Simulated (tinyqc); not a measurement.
From time lag back to prefactor D0: permeation of metal atoms or ions through a thin barrier or dielectric: time lag, field-aided drift and lifetime. Computed by tinyqc, a small Python program. Command: `OMP_NUM_THREADS=1 python tinyqc.py 3001861 3001862 out.jsonl barrier inv`. One thread of a shared host (Intel(R) Xeon(R) Processor @ 2.30GHz), about 0.05 s of CPU time with the checks.

The film 0 < x < d is empty at first; C = C0 at x = 0 and C = 0 at x = d. dC/dt = D d2C/dx2 - v dC/dx with drift v = D z e V/(k_B T d) (uniform field, no space charge).

Inputs (values chosen for the exercise, for a model case: singly charged ions through a dielectric):

| quantity | value | unit |
|---|---|---|
| thickness d | 30 | nm |
| activation energy E | 0.709 | eV |
| concentration at the source side C0 | 2.4e+14 | 1/cm^3 |
| charge number z | 1 | - |
| voltage V (positive drives ions across) | 0.08 | V |
| test temperature T | 200 | C |

Constants: k_B = 8.617333262e-05 eV/K.

Method:
- D = D0 exp(-E/(k_B T)); time scale d^2/D; Peclet number P = z V/(k_B T), k_B T in eV; 1 nm = 1e-7 cm.
- Temperatures in kelvin are T(C) + 273.15.
- Steady flux J = (D C0/d) P/(1 - exp(-P)); time lag in units of d^2/D: s_L = [P (1 + exp(-P))/(1 - exp(-P)) - 2]/P^2 (P = 0: J = D C0/d, s_L = 1/6).

Question. A run gave the result below. Find the prefactor D0, known to lie between 1.1e-07 and 2.6e-07 cm^2/s.

time lag = 288.3525 s

Answer.

Each step takes the trial c = (a f_b - b f_a)/(f_b - f_a), f being the result less the target and a, b, c the logarithms of the listed values; c replaces end b, the old b replaces a if the sign of f changed, and otherwise f_a is halved.

Scan of the range:

| prefactor D0 (cm^2/s) | time lag (s) |
|---|---|
| 1.10e-07 | 457.432 |
| 1.27e-07 | 396.201 |
| 1.47e-07 | 342.296 |
| 1.69e-07 | 297.737 |
| 1.95e-07 | 258.039 |
| 2.25e-07 | 223.633 |
| 2.60e-07 | 193.529 |

False position (Illinois rule, in the logarithm of the input) inside the bracket:

| step | end a | end b | trial | time lag (s) |
|---|---|---|---|---|
| 1 | 1.69000e-07 | 1.95000e-07 | 1.74815e-07 | 287.833 |
| 2 | 1.69000e-07 | 1.74815e-07 | 1.74227e-07 | 288.805 |
| 3 | 1.74815e-07 | 1.74227e-07 | 1.74500e-07 | 288.352 |
| 4 | 1.74227e-07 | 1.74500e-07 | 1.74500e-07 | 288.352 |
| 5 | 1.74227e-07 | 1.74500e-07 | 1.74500e-07 | 288.353 |
| 6 | 1.74500e-07 | 1.74500e-07 | 1.74500e-07 | 288.353 |

Time lag falls at every point of a 13-point scan of the range (every second point is shown), so one value fits; it is bracketed by 1.69e-7 and 1.95e-7. The scan shows a pure power law with exponent -1.000, so scaling from any one row also gives the answer directly. Answer: prefactor D0 = 1.745e-7 cm^2/s.
